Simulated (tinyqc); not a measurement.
Transistor under a ferroelectric capacitor (negative capacitance), static model: two steps of the calculation.

A ferroelectric film of thickness tf lies between the gate and an inner metal at potential v, which drives an ordinary transistor. One domain, P = Q (background permittivity neglected): Vg = v + tf (2 al Q + 4 be Q^3), al = -3 sqrt(3) Ec/(4 Pr), be = 3 sqrt(3) Ec/(8 Pr^3). Gate charge Q(v) = Qi + Cp v with the channel charge Qi = Cox n Vt ln(1 + exp((v - VT)/(n Vt))). Q in uC/cm^2, E in kV/cm; 1 nm times 1 kV/cm is 1e-4 V. Domains, leakage and the switching time are left out.

Inputs (values chosen for the exercise); Pr and Ec close to those of hafnium oxide based films:
- T = 300 K (temperature)
- Cox = 3.6 uF/cm^2 (capacitance of the inner oxide)
- Cp = 1.09 uF/cm^2 (overlap capacitance per gate area)
- VT = 0.28 V (threshold of the inner transistor)
- n = 1.05 (subthreshold factor of the inner transistor)
- tf = 3 nm (ferroelectric thickness)
- Vg = 0.46 V (gate voltage)

Constants: q = 1.602176634e-19 C, kB = 1.380649e-23 J/K, Vt = kB T/q. Results are converted to the units shown.

Question 1. Gate voltage against inner potential. Q(v) and Vg(v) as above. C = dQ/dv = Cox/(1 + exp(-(v - VT)/(n Vt))) + Cp; dVg/dv = 1 + C tf (2 al + 12 be Q^2); gain = dv/dVg.

```
point,v (V)
0,0
1,0.1
2,0.2
3,0.3
4,0.4
5,0.5
6,0.6
7,0.7
8,0.8
```

al = -177.14156 kV cm/uC
be = 0.73198992 kV cm^5/uC^3

Wanted: Q; C; Vg; dVg/dv.

Answer 1.

```
point,Q (uC/cm^2),C (uF/cm^2),Vg (V),dVg/dv
0,0.000,1.090,0.0000,0.8841
1,0.109,1.095,0.0884,0.8837
2,0.223,1.270,0.1763,0.8652
3,0.437,3.525,0.2536,0.6272
4,0.869,4.647,0.3082,0.5153
5,1.337,4.689,0.3600,0.5237
6,1.806,4.690,0.4132,0.5418
7,2.275,4.690,0.4685,0.5655
8,2.744,4.690,0.5265,0.5946
```

dVg/dv is positive at all listed points; its smallest value, 0.515, means a gain of 1.94. Minimising dVg/dv over v puts the thickness at which the fold first appears at 6.19 nm.

Question 2. Inner potential by Newton steps. f = v + tf (2 al Q + 4 be Q^3) - Vg, f' = 1 + C tf (2 al + 12 be Q^2) with C = Cox/(1 + exp(-(v - VT)/(n Vt))) + Cp; v(new) = v - f/f'.

v at the start = 0.46 V
al = -177.14156 kV cm/uC
be = 0.73198992 kV cm^5/uC^3

Wanted: Q; f; f'; v after iteration 1.

Answer 2.

Q = 1.1495 uC/cm^2
f = -0.12084 V
f' = 0.51834
v after iteration 1 = 0.69313 V

Numbers from tinyqc (`OMP_NUM_THREADS=1 python tinyqc.py 2860015 2860016 out.jsonl`; about 0.02 s on one thread of a shared Intel Xeon 2.30GHz).
